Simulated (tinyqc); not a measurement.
Dispersion: Heisenberg magnet: exchange from energy differences, ordering vector, linear spin waves and ordering temperature. Computed by tinyqc, a small Python program. Command: `OMP_NUM_THREADS=1 python tinyqc.py 3030481 3030482 out.jsonl magnon walk`. One thread of a shared host (Intel(R) Xeon(R) Processor @ 2.30GHz), about 0.2 s of CPU time with the checks.

H = -sum over pairs <ij> J_ij S_i.S_j - K sum_i (S_i^z)^2, each pair once, J > 0 ferromagnetic. First neighbours: 8 at a (0.5, 0.5, 0.5), second: 6 at a (1, 0, 0), with all permutations and signs.

Inputs (values chosen for the exercise, for a model magnet):

| quantity | value | unit |
|---|---|---|
| exchange J1 | 10.6 | meV |
| exchange J2 | 2 | meV |
| spin S | 0.5 | - |
| single-ion anisotropy K | 0.87 | meV |
| lattice constant a | 5.73 | angstrom |

Lattice: bcc. Order: ferromagnetic.

Method:
- g_s(q) = sum over shell s of cos(q.R), z1 = g1(0). E(q) = S [J(0) - J(q)] + (2S - 1) K, J(q) = J1 g1 + J2 g2. The factor 2S - 1 removes the anisotropy for S = 1/2.
- sum R_x^2 over the shells is s1 = 2 a^2 and s2 = 2 a^2. E = gap + D q^2 with D = (S/2)(J1 s1 + J2 s2) and gap = (2S - 1) K.
- J(q) = J1 g1(q) + J2 g2(q), g_s(q) = sum over shell s of cos(q.R).

gap = 0 meV

stiffness D = 206.847 meV angstrom^2

Energies (meV); H = (1, 0, 0), N = (0.5, 0.5, 0) in 2 pi/a:

| line | fraction of the way | E(q) | gap + D q^2 |
|---|---|---|---|
| G-H | 0.10 | 2.457 | 2.49 |
| G-H | 0.25 | 14.419 | 15.54 |
| G-H | 0.50 | 46.400 | 62.18 |
| G-H | 0.75 | 74.381 | 139.90 |
| G-H | 1.00 | 84.800 | 248.71 |
| G-N | 0.10 | 1.233 | 1.24 |
| G-N | 0.25 | 7.381 | 7.77 |
| G-N | 0.50 | 25.200 | 31.09 |
| G-N | 0.75 | 43.019 | 69.95 |
| G-N | 1.00 | 50.400 | 124.36 |

At the end of the G-H rows the long-wave form is 2.93 times the true energy. At the end of the G-N rows the long-wave form is 2.47 times the true energy. It holds to 5 % in 2 of the ten rows; nearer the zone boundary the cosine flattens the band.
